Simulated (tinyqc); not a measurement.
An infinitely deep well in a field (quantum-confined Stark shift), Airy functions: one step of the calculation.

Hard walls at x = -L/2 and +L/2; between them U(x) = -F x (eV, zero at the centre). C = hbar^2/(2 m0), e = (C F^2/m1)^(1/3), z1 = (F L/2 - E)/e at the left wall and z2 = (-F L/2 - E)/e at the right wall. Levels are the roots of D(E) = Ai(z1) Bi(z2) - Ai(z2) Bi(z1).

Task. Stark shift. Exact shift E_n(F) - E_n(0), and the mean position <x> = -dE_n/dF. E_n(0) = C (n pi/L)^2/m1; second-order shift m1 F^2 L^4 (1 - 15/(pi n)^2)/(48 C pi^2 n^2).

Parameters, values chosen for the exercise: mass m1 = 0.074 m0; well width L = 10.3 nm; field F = 0.0037 V/nm; level sought n = 1.

Constants: q = 1.602176634e-19 C, hbar = 1.054571817e-34 J s, m0 = 9.1093837015e-31 kg, hbar^2/(2 m0) = 0.0380998212 eV nm^2. Results are converted to the units shown.

Find: E_n; shift; <x>.

Result.

E_n = 0.047570 eV
shift = -0.32797 meV
<x> = 0.17706 nm

Numbers from tinyqc (`OMP_NUM_THREADS=1 python tinyqc.py 2580020 2580021 out.jsonl`; about 0.02 s on one thread of a shared Intel Xeon 2.30GHz).
